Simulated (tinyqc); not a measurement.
# From vertical rate back to radical density n

Model: ion-assisted plasma etching: sheath, surface coverage, synergy and aspect-ratio dependence. Computed by tinyqc, a small Python program. Command: `OMP_NUM_THREADS=1 python tinyqc.py 3020409 3020410 out.jsonl etch inv`. One thread of a shared host (Intel(R) Xeon(R) Processor @ 2.30GHz), about 0.02 s of CPU time with the checks.

Radicals adsorb on bare sites; ions remove covered sites with a high yield and bare sites by sputtering; a slow spontaneous reaction acts everywhere, walls included.

Inputs (values chosen for the exercise, close to those used for silicon in a halogen plasma): plasma density n_e = 9.1e+09 1/cm^3; electron temperature T_e = 2.2 eV; ion mass M_i = 71 u; sheath voltage V = 510 V; radical mass M_n = 35.5 u; gas temperature T_g = 600 K; sticking coefficient s = 0.72; radicals per removed unit x = 2; yield slope b = 0.3 eV^(-1/2); threshold E_th = 13 eV; sputter slope b_p = 0.019 eV^(-1/2); sputter threshold E_p = 30 eV; spontaneous reaction probability k_c = 0.00018; solid density N = 5e+22 1/cm^3; ion temperature T_i = 0.15 eV.

Feature: round hole.

Constants: e = 1.602176634e-19 C; u = 1.6605390666e-27 kg; k_B = 1.380649e-23 J/K; eps_0 = 8.8541878128e-12 F/m.

Method:
- Bohm speed u_B = sqrt(e T_e/M_i); ion flux G_i = 0.61 n_e u_B; radical flux G_n = n c/4 with c = sqrt(8 k_B T_g/(pi M_n)).
- Debye length lambda_D = sqrt(eps_0 T_e/(e n_s)) with n_s = 0.61 n_e, T_e in volts; Child-law sheath d = (sqrt2/3) lambda_D (2 V/T_e)^(3/4); ion energy E = V + T_e/2; angular spread = arctan(sqrt(T_i/E)).
- Yields: Y = b (sqrt(E) - sqrt(E_th)) on covered sites, Y_p = b_p (sqrt(E) - sqrt(E_p)) on bare ones (zero below threshold).
- Steady coverage: s G_n (1 - theta) = x Y G_i theta; removal flux = Y G_i theta + Y_p G_i (1 - theta) + k_c G_n; rate = flux/N, 1 cm/s = 6e8 nm/min.
- Lateral rate = k_c G_n/N; anisotropy = 1 - lateral/vertical; synergy = vertical/(ions alone + radicals alone), with ions alone Y_p G_i/N and radicals alone the lateral rate.

Question. A run gave the result below. Find the radical density n, known to lie between 2.4e+13 and 4.9e+13 1/cm^3.

vertical rate = 64.74849 nm/min

Answer.

Each step takes the trial c = (a f_b - b f_a)/(f_b - f_a), f being the result less the target and a, b, c the logarithms of the listed values; c replaces end b, the old b replaces a if the sign of f changed, and otherwise f_a is halved.

Scan of the range:
```
radical density n (1/cm^3)  vertical rate (nm/min)
2.40e+13                                   63.9179
2.70e+13                                   64.2841
3.04e+13                                   64.6370
3.43e+13                                   64.9841
3.86e+13                                   65.3164
4.35e+13                                   65.6495
4.90e+13                                   65.9825
```

False position (Illinois rule, in the logarithm of the input) inside the bracket:
```
step        end a        end b        trial  vertical rate (nm/min)
1     3.04000e+13  3.43000e+13  3.16021e+13                 64.7496
2     3.04000e+13  3.16021e+13  3.15783e+13                 64.7474
3     3.16021e+13  3.15783e+13  3.15900e+13                 64.7485
```

Vertical rate rises at every point of a 13-point scan of the range (every second point is shown), so one value fits; it is bracketed by 3.04e13 and 3.43e13. Answer: radical density n = 3.159e13 1/cm^3.

Caution: a sheath of several millimetres is collisional at usual pressures, which lowers the ion energy and widens the angles.
